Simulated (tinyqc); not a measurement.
Virtual-crystal alloy A(1-x)B(x) in sp3s* tight binding: one step. The Hamiltonian at L. Three cases, with inputs chosen for the exercise.

Question. k = (1/2,1/2,1/2); parameters in the order Esa, Epa, Esc, Epc, Exa, Exc, Vss, Vxx, Vxy, Vsapc, Vscpa, Vxapc, Vpaxc.

sp3s* tight binding, nearest neighbours only: anion (a) at 0, cation (c) at a/4 (1,1,1), orbitals s, px, py, pz, s* on each; k in units of 2 pi/a. With phases e_j = exp(i (pi/2) k.n_j) for n = (1,1,1), (1,-1,-1), (-1,1,-1), (-1,-1,1): g0 = (e1+e2+e3+e4)/4, g1 = (e1+e2-e3-e4)/4, g2 = (e1-e2+e3-e4)/4, g3 = (e1-e2-e3+e4)/4. The diagonal holds the levels Esa, Epa, Exa (s*) and Esc, Epc, Exc. Anion-cation block: <sa|sc> = Vss g0; <sa|xc> = Vsapc g1; <xa|sc> = -Vscpa g1; <xa|xc> = Vxx g0; <xa|yc> = <ya|xc> = Vxy g3, <xa|zc> = <za|xc> = Vxy g2, <ya|zc> = <za|yc> = Vxy g1; <s*a|xc> = Vxapc g1; <xa|s*c> = -Vpaxc g1; y and z take g2 and g3 in place of g1; s-s* and s*-s* vanish.

Give: g0, g1, g2, g3; H.

Case 1.

parameters (eV): Esa -8.628700, Epa 1.006900, Esc -2.667420, Epc 3.680780, Exa 8.271300, Exc 6.744400, Vss -6.193663, Vxx 1.926180, Vxy 4.895494, Vsapc 4.069883, Vscpa 5.692610, Vxapc 4.434191, Vpaxc 4.547893

Answer.

g0, g1, g2, g3: 0.3536-0.3536i  -0.3536+0.3536i  -0.3536+0.3536i  -0.3536+0.3536i

H (eV), lower triangle (Hermitian):
```
,sa,xa,ya,za,s*a,sc,xc,yc,zc,s*c
sa,-8.6287
xa,0,1.0069
ya,0,0,1.0069
za,0,0,0,1.0069
s*a,0,0,0,0,8.2713
sc,-2.1898-2.1898i,2.0126+2.0126i,2.0126+2.0126i,2.0126+2.0126i,0,-2.6674
xc,-1.4389-1.4389i,0.6810+0.6810i,-1.7308-1.7308i,-1.7308-1.7308i,-1.5677-1.5677i,0,3.6808
yc,-1.4389-1.4389i,-1.7308-1.7308i,0.6810+0.6810i,-1.7308-1.7308i,-1.5677-1.5677i,0,0,3.6808
zc,-1.4389-1.4389i,-1.7308-1.7308i,-1.7308-1.7308i,0.6810+0.6810i,-1.5677-1.5677i,0,0,0,3.6808
s*c,0,1.6079+1.6079i,1.6079+1.6079i,1.6079+1.6079i,0,0,0,0,0,6.7444
```

Case 2.

parameters (eV): Esa -5.181280, Epa 1.657620, Esc -5.181280, Epc 1.657620, Exa 6.522060, Exc 6.522060, Vss -7.389966, Vxx 1.655488, Vxy 4.783528, Vsapc 5.555301, Vscpa 5.555301, Vxapc 5.295182, Vpaxc 5.295182

Answer.

g0, g1, g2, g3: 0.3536-0.3536i  -0.3536+0.3536i  -0.3536+0.3536i  -0.3536+0.3536i

H (eV), lower triangle (Hermitian):
```
,sa,xa,ya,za,s*a,sc,xc,yc,zc,s*c
sa,-5.1813
xa,0,1.6576
ya,0,0,1.6576
za,0,0,0,1.6576
s*a,0,0,0,0,6.5221
sc,-2.6127-2.6127i,1.9641+1.9641i,1.9641+1.9641i,1.9641+1.9641i,0,-5.1813
xc,-1.9641-1.9641i,0.5853+0.5853i,-1.6912-1.6912i,-1.6912-1.6912i,-1.8721-1.8721i,0,1.6576
yc,-1.9641-1.9641i,-1.6912-1.6912i,0.5853+0.5853i,-1.6912-1.6912i,-1.8721-1.8721i,0,0,1.6576
zc,-1.9641-1.9641i,-1.6912-1.6912i,-1.6912-1.6912i,0.5853+0.5853i,-1.8721-1.8721i,0,0,0,1.6576
s*c,0,1.8721+1.8721i,1.8721+1.8721i,1.8721+1.8721i,0,0,0,0,0,6.5221
```

Case 3.

parameters (eV): Esa -8.244820, Epa 1.031300, Esc -2.455000, Epc 3.663240, Exa 8.434540, Exc 6.719600, Vss -6.485332, Vxx 1.942523, Vxy 4.968373, Vsapc 4.555512, Vscpa 5.740072, Vxapc 4.781313, Vpaxc 4.841612

Answer.

g0, g1, g2, g3: 0.3536-0.3536i  -0.3536+0.3536i  -0.3536+0.3536i  -0.3536+0.3536i

H (eV), lower triangle (Hermitian):
```
,sa,xa,ya,za,s*a,sc,xc,yc,zc,s*c
sa,-8.2448
xa,0,1.0313
ya,0,0,1.0313
za,0,0,0,1.0313
s*a,0,0,0,0,8.4345
sc,-2.2929-2.2929i,2.0294+2.0294i,2.0294+2.0294i,2.0294+2.0294i,0,-2.4550
xc,-1.6106-1.6106i,0.6868+0.6868i,-1.7566-1.7566i,-1.7566-1.7566i,-1.6904-1.6904i,0,3.6632
yc,-1.6106-1.6106i,-1.7566-1.7566i,0.6868+0.6868i,-1.7566-1.7566i,-1.6904-1.6904i,0,0,3.6632
zc,-1.6106-1.6106i,-1.7566-1.7566i,-1.7566-1.7566i,0.6868+0.6868i,-1.6904-1.6904i,0,0,0,3.6632
s*c,0,1.7118+1.7118i,1.7118+1.7118i,1.7118+1.7118i,0,0,0,0,0,6.7196
```

Computed by tinyqc, one run a case: `OMP_NUM_THREADS=1 python tinyqc.py N N+1 out.jsonl` with N = 1481006, 1481257, 1481399; one thread of a shared Intel(R) Xeon(R) Processor @ 2.30GHz, about 0.1 s a run at most.
